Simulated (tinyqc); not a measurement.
Switching kinetics of a ferroelectric film and the memory window of a ferroelectric gate stack: one step, computed by the program tinyqc. Command: `OMP_NUM_THREADS=1 python tinyqc.py 3000067 3000068 out.jsonl feswitch walk`. One thread of a shared host (Intel(R) Xeon(R) Processor @ 2.30GHz), about 0.02 s of CPU time with the checks.

Fields in MV/cm; 1 microcoulomb/cm^2 over eps_0 is 11.29409 MV/cm. In the stack (metal, ferroelectric, interlayer, channel) the channel is taken as a conductor.

Task: Fields in the stack. Series stack: V = E_F t_F + E_I t_I and eps_I E_I = eps_F E_F + (1 - s) P/eps_0. Before switching P = -P_r, after it P = +P_s; in retention V = 0 and P = +P_r.

Inputs (values chosen for the exercise, for a model film):

| quantity | value | unit |
|---|---|---|
| saturation polarisation P_s | 35 | microcoulomb/cm^2 |
| ratio P_r/P_s | 0.77 | - |
| coercive field E_c | 1 | MV/cm |
| permittivity of the ferroelectric eps_F | 36 | - |
| thickness t_F | 23 | nm |
| permittivity of the interlayer eps_I | 5.5 | - |
| interlayer thickness t_I | 1.1 | nm |
| share s of P screened by trapped charge | 0.57 | - |
| pulse height V | 6.9 | V |
| breakdown field of the interlayer | 12 | MV/cm |

Give: E_F before switching; E_F after switching; E_I after switching; depolarising field in retention; depolarising field over E_c.

Result:

E_F before switching = 3.152 MV/cm

E_F after switching = 1.159 MV/cm

E_I after switching = 38.49 MV/cm

depolarising field in retention = 0.8668 MV/cm

depolarising field over E_c = 0.8668

Caution: the interlayer field exceeds its breakdown field, so charge injection would change the fields.
